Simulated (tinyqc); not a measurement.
A square-lattice strip 3 sites wide in a magnetic flux, recursive Green functions: two steps of the calculation.

The device has N = 4 slices of 3 site(s), nearest-neighbour hopping -t, and site energies U; the leads are semi-infinite continuations with site energy 0 and no flux. The hopping from slice i to i + 1 inside the device carries the phase exp(2 pi i f j) on row j = 1, 2, ...: V = <i+1|H|i> = -t diag(exp(2 pi i f j)).

Parameters, values chosen for the exercise: hopping (matrix element -t) t = 1 eV; site energies, slice by slice (3 a slice) U = [1.2, 0.53, 0.23, 0.26, 0.72, -0.22, 0.85, -0.28, 0.1, 0.87, 1.2, 0.3] eV; energy E = 1.24 eV.

Question 1. Self-energy of the leads. Transverse modes n = 1..3: chi_n(j) = sqrt(2/4) sin(pi n j/4), energy e_n = -2 t cos(pi n/4). Sigma = t^2 sum_n chi_n chi_n^T g(E - e_n), g(x) = (x - i sqrt(4 t^2 - x^2))/(2 t^2) for |x| < 2 t and (x - sign(x) sqrt(x^2 - 4 t^2))/(2 t^2) otherwise; Gamma = i (Sigma - Sigma^dagger); both leads give the same.

Wanted: Sigma; Gamma; open modes.

Answer 1.

Sigma (eV):
```
,1,2,3
1,0.4019-0.6414i,0.1915+0.3522i,-0.2181+0.1433i
2,0.1915+0.3522i,0.1838-0.4981i,0.1915+0.3522i
3,-0.2181+0.1433i,0.1915+0.3522i,0.4019-0.6414i
```

Gamma (eV):
```
,1,2,3
1,1.283,-0.704,-0.287
2,-0.704,0.996,-0.704
3,-0.287,-0.704,1.283
```

open modes = 2

Question 2. Slice 4. Forward pass: g_1 = (E - H_1 - Sigma)^(-1), g_i = (E - H_i - V g_(i-1) V^dagger)^(-1), with Sigma also subtracted on the last slice; G_(i,1) = g_i V G_(i-1,1), starting from g_1. H_i is the block of slice i: its site energies on the diagonal and -t between neighbouring rows.

g_3 (1/eV):
```
,1,2,3
1,-0.2098354-0.3782728i,0.7091869-0.0128292i,-0.8280307+0.2461495i
2,0.9809331-0.0368056i,-0.1385317-0.1366736i,-0.0719347+0.0971060i
3,-1.0389537+0.5776970i,0.3036095+0.3309584i,0.7733057-0.7611578i
```

G_(3,1) (1/eV):
```
,1,2,3
1,0.15823731+0.36838424i,-0.13256797+0.27339698i,-0.04114978-0.47493130i
2,-0.35504517+0.21663178i,0.04803853+0.08935805i,0.10238513-0.05363687i
3,0.28994210-0.62567954i,-0.06946679-0.12748275i,0.05980602+0.68689136i
```

V (eV):
```
,1,2,3
1,0.92977649-0.36812455i,0.00000000+0.00000000i,0.00000000+0.00000000i
2,0.00000000+0.00000000i,-0.72896863+0.68454711i,0.00000000+0.00000000i
3,0.00000000+0.00000000i,0.00000000+0.00000000i,0.42577929-0.90482705i
```

Sigma (eV):
```
,1,2,3
1,0.40188128-0.64135065i,0.19153355+0.35220953i,-0.21811872+0.14325116i
2,0.19153355+0.35220953i,0.18376256-0.49809949i,0.19153355+0.35220953i
3,-0.21811872+0.14325116i,0.19153355+0.35220953i,0.40188128-0.64135065i
```

Give: g_4; G_(4,1).

Answer 2.

g_4 (1/eV):
```
,1,2,3
1,-0.0277-0.2079i,0.2286+0.1853i,0.1302+0.1480i
2,0.4446-0.0539i,-0.1246-0.2921i,0.1125+0.1816i
3,0.1816+0.1474i,0.3799+0.0591i,-0.1513-0.3817i
```

G_(4,1) (1/eV):
```
,1,2,3
1,0.1715-0.2721i,0.0275-0.0492i,-0.0627+0.2008i
2,0.0563-0.0111i,-0.0090+0.1427i,-0.0516-0.0363i
3,-0.0597+0.1965i,-0.0582+0.0878i,-0.0036-0.3527i
```

Numbers from tinyqc (`OMP_NUM_THREADS=1 python tinyqc.py 2660008 2660009 out.jsonl`; about 0.01 s on one thread of a shared Intel Xeon 2.30GHz).
